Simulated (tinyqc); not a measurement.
Rigid-ion and shell models of the dielectric response of an ionic crystal: one step, computed by the program tinyqc. Command: `OMP_NUM_THREADS=1 python tinyqc.py 3003153 3003154 out.jsonl shell walk`. One thread of a shared host (Intel(R) Xeon(R) Processor @ 2.30GHz), about 0.01 s of CPU time with the checks.

Charges +Z and -Z; 6 nearest neighbours, Madelung constant M = 1.747565, volume per ion pair Omega = 2.000000 d^3. Energy per pair U = -M Z^2 e2/d + 6 A exp(-d/rho), e2 = e^2/(4 pi eps_0). In the shell model the anion is a core of charge Y - Z and a massless shell of charge -Y, joined by the spring k; the repulsion acts on the shell. Each ion feels the Lorentz field E + (4 pi/3) P (Gaussian units).

Problem. Rigid ions. With C = 4 pi Z^2 e2/(3 Omega): mu lambda_TO = R - C, mu lambda_LO = R + 2 C; eps_inf = 1 and eps_s = lambda_LO/lambda_TO. lambda in eV/(angstrom^2 u) gives the wavenumber 15.6333042 x 33.35640952 x sqrt(lambda); mu is the reduced mass.

Inputs (values chosen for the exercise, for a model crystal): ionic charge Z = 1 e; cation mass = 65.8 u; anion mass = 16 u.

Structure: rock salt.

volume Omega = 35.96946 angstrom^3

repulsive spring R = 3.045602 eV/angstrom^2

Constants: e^2/(4 pi eps_0) = 14.39964548 eV angstrom; nu for 1 eV/(angstrom^2 u) = 15.6333042 THz; 1 THz = 33.35640952 1/cm.

Give: Coulomb spring C; omega_TO, rigid ions; omega_LO, rigid ions; eps_s, rigid ions.

Solution.

Coulomb spring C = 1.6769 eV/angstrom^2

omega_TO, rigid ions = 170.05 1/cm

omega_LO, rigid ions = 367.71 1/cm

eps_s, rigid ions = 4.6755
